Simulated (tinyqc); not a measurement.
Precursor delivery by bubblers, mass-transport growth and the solid composition of a III-V alloy: one step, computed by the program tinyqc. Command: `OMP_NUM_THREADS=1 python tinyqc.py 3015553 3015554 out.jsonl movpe_thermo walk`. One thread of a shared host (Intel(R) Xeon(R) Processor @ 2.30GHz), about 0.01 s of CPU time with the checks.

1 sccm = 44.615 micromol/min; 1 torr = 133.322 Pa. The sources decompose fully at the surface.

Task: Partial pressures in the reactor. p_i = p n_i/(44615 F_t), F_t in slm; p_V = p F_V/(1000 F_t), counted per molecule supplied; V/III = 44.615 F_V/(n1 + n2); vapour fraction of source 2 = n2/(n1 + n2).

Inputs (values chosen for the exercise, modelled on trimethylgallium (source 1) and trimethylindium (source 2) for the vapour pressures):
```
quantity             value  unit
bath temperature T1    279     K
bath temperature T2    300     K
total flow F_t          13   slm
group-V flow F_V        65  sccm
reactor pressure p      40  torr
```

molar flow 1 = 18.54685 micromol/min

molar flow 2 = 9.020517 micromol/min

Give: p_1; p_2; p_V; V/III ratio; vapour fraction of source 2.

Result:

p_1 = 0.001279 torr

p_2 = 6.221e-04 torr

p_V = 0.2 torr

V/III ratio = 105.2

vapour fraction of source 2 = 0.3272
